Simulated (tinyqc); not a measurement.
What each parameter does: thin-body film or fin with hard walls, valleys of the Si type.

Six ellipsoidal valleys with their long axes along the cube axes, mass ml along the axis and mt across it. For a valley whose axis makes the angle theta with the surface normal, 1/m_z = cos^2(theta)/ml + sin^2(theta)/mt sets the confinement; in the plane the masses are m_1 = mt and m_2 = ml mt/m_z, and m_d = sqrt(m_1 m_2).

A film of thickness t between hard walls, flat band inside: E_n = c (n pi/t)^2/m_z above the bulk edge, c = hbar^2/2m0. Without degeneracy the sheet density is N2 exp((EF - Ec)/kB T) with N2 = sum_i g m_d/(2 pi c) kB T exp(-E_i/kB T) over n = 1 to 40 of each group; a classical film has t Nc with Nc = 2 g_all (m_dos kB T/(4 pi c))^(3/2), m_dos = (ml mt^2)^(1/3). The threshold shift is dVt = kB T ln(t Nc/N2).

Constants: hbar^2/2m0 = 3.80998211 eV angstrom^2; kB = 8.617333262e-05 eV/K.

Inputs chosen for the exercise (near those of Si; shifted at random, so the results belong to these values and not to a real crystal): ml = 0.904 m0 (longitudinal mass); mt = 0.188 m0 (transverse mass); face = 110 (face of the film or side wall of the fin); T = 77 K (temperature); t = 76 angstrom (body thickness); g_all = 6 (number of valleys).

E1 is the lowest level, and the share is that of its group in N2. Each row changes one parameter from the base and keeps the others.

Results:

| case | E1 (eV) | share (%) | dVt (mV) | Nc (1e19/cm^3) |
|---|---|---|---|---|
| base | 0.0209 | 92.5 | 18.5 | 0.350 |
| t = 72 angstrom | 0.0233 | 94.0 | 20.6 | 0.350 |
| T = 127 K | 0.0209 | 84.5 | 18.6 | 0.741 |
| ml = 0.814 m0 | 0.0213 | 92.1 | 18.8 | 0.332 |
| mt = 0.207 m0 | 0.0193 | 90.7 | 17.0 | 0.385 |

The largest shifts from the base row, up to three for each result and ties (the steps differ in size, so this ranks the rows, not the parameters). E1 (eV): t +0.0024, mt -0.0016, ml +0.0004; unchanged at the printed digits by T. share (%): T -8.0, mt -1.8, t +1.5. dVt (mV): t +2.1, mt -1.5, ml +0.3. Nc (1e19/cm^3): T +0.391, mt +0.035, ml -0.018; unchanged at the printed digits by t.

Computed by tinyqc, a small Python program: `OMP_NUM_THREADS=1 python tinyqc.py 1280077 1280078 out.jsonl` (the numbers bound the seed that draws the inputs); one thread of a shared host (Intel(R) Xeon(R) Processor @ 2.30GHz), about 0.01 s for the whole set of steps.
